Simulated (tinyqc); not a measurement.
Inside a calculation. Method: CCSD on RHF in the sto-6g basis, for H3-, spin multiplicity 1. The basis has no diffuse functions, so it cannot describe the extra electron: this is an exercise in the method, not the real anion. One step of it, computed by the program tinyqc.

Question. CCSD: starting amplitudes. t_ij^ab = <ij||ab> / (e_i + e_j - e_a - e_b), whose energy is MP2.

orbital energies (hartree): MO1 -0.112015, MO2 0.208575, MO3 0.841991

Two-electron integrals over orbitals (pq|rs), unique and non-zero (hartree):
```
(11|11) 0.521044    (21|11) -0.000008   (21|21) 0.150088    (22|11) 0.458741
(22|21) 0.000009    (22|22) 0.528871    (31|11) 0.071527    (31|21) 0.000006
(31|22) -0.063925   (31|31) 0.145852    (32|11) 0.000009    (32|21) -0.138478
(32|22) -0.000011   (32|31) -2.42e-06   (32|32) 0.141982    (33|11) 0.533272
(33|21) -3.95e-06   (33|22) 0.465696    (33|31) 0.090551    (33|32) 0.000006
(33|33) 0.575295
```

Give: Starting amplitudes; correlation energy.

Answer.

Starting amplitudes (spin orbitals 1a, 1b, ...; amplitudes related by a flip of all spins are not repeated):

| from | to | t |
|---|---|---|
| 2a 2b | 3a 3b | -0.1121 |
| 1a 1b | 3a 3b | -0.0764 |
| 1a 2b | 3a 3b | 1.52e-06 |

correlation energy = -0.027062 hartree
